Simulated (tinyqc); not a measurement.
Cabrera-Mott growth of a thin oxide under its own electric field: one step, computed by the program tinyqc. Command: `OMP_NUM_THREADS=1 python tinyqc.py 3026892 3026893 out.jsonl cabrera walk`. One thread of a shared host (Intel(R) Xeon(R) Processor @ 2.30GHz), about 0.01 s of CPU time with the checks.

Electrons cross the film freely and set a fixed potential V across it; the field V/x lowers the barrier for ions entering the oxide.

Task: Thickness after time t. u = u0 exp(-W/(k_B T)), X1 = z b V/(k_B T) with V in volts and k_B T in eV; dx/dt = 2 u sinh(X1/x). t(x) = int_(x0)^x dx / (dx/dt) by Gauss-Legendre quadrature (80 points on each side of (x0 + 2 x)/3), solved for x.

Inputs (values chosen for the exercise, for a model metal):
```
quantity               value      unit
Mott potential V        0.59         V
temperature T            550         K
starting thickness x0    2.5  angstrom
time t                 11000         s
```

Backward hops: kept.

u = 91.56179 angstrom/s

X1 = 41.07999 angstrom

Give: thickness x; rate at time t; field at time t.

Result:

thickness x = 12865 angstrom

rate at time t = 0.5848 angstrom/s

field at time t = 0.004586 MV/cm

X1/x = 0.00319: the field is now weak. Caution: the starting field or rate is formal: the first layers form as fast as oxygen arrives. Caution: electrons tunnel only through a few nanometres, so beyond about 10 nm a fixed Mott potential is doubtful.
